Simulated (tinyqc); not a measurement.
Electron density from the centroid.

Inverse problem. In the Fang-Howard model the centroid is 3/b with b^3 = 6 (mz1/C) q (Nd + 11 Ns/32)/(eps0 eps_r), C = hbar^2/(2 m0), the field in eV/nm. Find b and Ns.

Values chosen for this exercise; masses and permittivity close to those of 4H silicon carbide (0001):
```
symbol  value   unit                                     meaning
eps_r     9.7                              relative permittivity
mz1     0.324     m0  mass along z of valley set A (3 valley(s))
Nd       1e12  cm^-2           sheet density of depletion charge
```

Constants: q = 1.602176634e-19 C, hbar = 1.054571817e-34 J s, m0 = 9.1093837015e-31 kg, eps0 = 8.8541878128e-14 F/cm where lengths are in cm, hbar^2/(2 m0) = 0.0380998212 eV nm^2. Results are converted to the units shown.

centroid = 2.3946921 nm

Solution. b = 3/centroid gives Nd + 11 Ns/32, from which the depletion charge is taken off.

b = 1.253 1/nm
Ns = 3.100e12 cm^-2

Numbers from tinyqc (`OMP_NUM_THREADS=1 python tinyqc.py 2160097 2160098 out.jsonl`; about 0.5 s on one thread of a shared Intel Xeon 2.30GHz).
